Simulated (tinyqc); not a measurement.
Longitudinal sound in a periodic multilayer: transfer matrices, stop bands and folded phonons. Changing the thickness d_2. Computed by tinyqc, a small Python program. Command: `OMP_NUM_THREADS=1 python tinyqc.py 3022771 3022772 out.jsonl multilayer sweep`. One thread of a shared host (Intel(R) Xeon(R) Processor @ 2.30GHz), about 0.01 s of CPU time with the checks.

Layers 1 and 2 repeat with period d = d_1 + d_2; waves travel normal to the layers, without loss. State vector (u, s): displacement u and stress divided by omega. Impedances Z = rho v are in 1e6 kg/(m^2 s).

Inputs (values chosen for the exercise, modelled on aluminium (layer 1), tungsten (layer 2) and silicon (substrate)):
```
quantity            value    unit
density rho_1        2.73  g/cm^3
velocity v_1         6520     m/s
thickness d_1        14.9      nm
density rho_2        19.4  g/cm^3
velocity v_2         5300     m/s
substrate density    2.36  g/cm^3
substrate velocity   8360     m/s
periods N               5       -
```

Method:
- Z = rho v; interface reflection r = (Z_2 - Z_1)/(Z_2 + Z_1) (stress amplitude, from 1 into 2); Bragg frequency f_B = 1/[2 (d_1/v_1 + d_2/v_2)]; long-wave velocity v_eff = d/sqrt[(d_1/v_1)^2 + (d_2/v_2)^2 + (Z_1/Z_2 + Z_2/Z_1)(d_1/v_1)(d_2/v_2)].
- A layer maps (u, s) by [[cos p, sin p/Z], [-Z sin p, cos p]], p = 2 pi f d_i/v_i; one period is M = M_2 M_1, and cos(q d) = trace(M)/2.
- For N periods A = M^N. A wave comes from a thick layer of material 1 and leaves into the substrate (Z_s): transmitted power T = 4 Z_1 Z_s/|Z_1 A_22 + Z_s A_11 - i (Z_1 Z_s A_12 - A_21)|^2, reflected power R = 1 - T.
- Gap m contains m f_B; its edges, where trace(M)/2 = (-1)^m, are found by root search. Weak-contrast estimate of the width: (4 f_B/pi) |r sin(m pi a)|, a = (d_1/v_1)/(d_1/v_1 + d_2/v_2).

One run for each value:
```
thickness d_2 (nm)  width/f_B (%)  Bragg frequency f_B (GHz)  transmitted power at f_B  long-wave velocity v_eff (m/s)
2.02                        48.72                      187.5                 6.005e-04                            5209
3.16                        61.69                      173.5                 3.379e-05                            4882
4.94                        76.29                      155.4                 1.980e-06                            4580
7.74                        91.45                      133.5                 2.357e-07                            4340
12.10                       99.60                      109.5                 1.072e-07                            4192
19.00                       91.38                       85.2                 2.377e-07                            4147
29.70                       76.28                       63.4                 1.981e-06                            4199
46.40                       61.71                       45.3                 3.367e-05                            4325
72.70                       48.70                       31.2                 6.044e-04                            4494
```

Over the rows, width/f_B (%) goes from 48.7 through a maximum among these rows, 99.6 at 12.1, to 48.7; Bragg frequency f_B (GHz) falls from 188 to 31.2 (exponent d ln y / d ln x -0.17 between the first rows and -0.83 between the last); transmitted power at f_B goes from 6.01e-4 through a minimum among these rows, 1.07e-7 at 12.1, to 6.04e-4. The relative width is largest when both layers have equal transit times, at d_2 = 12.1 nm.

Caution (rows 7.74, 12.1, 19.0): so small a transmitted power at f_B holds only for perfect layers and strictly normal incidence.

Extremes, crossings and ranges named in words are read from the listed rows.
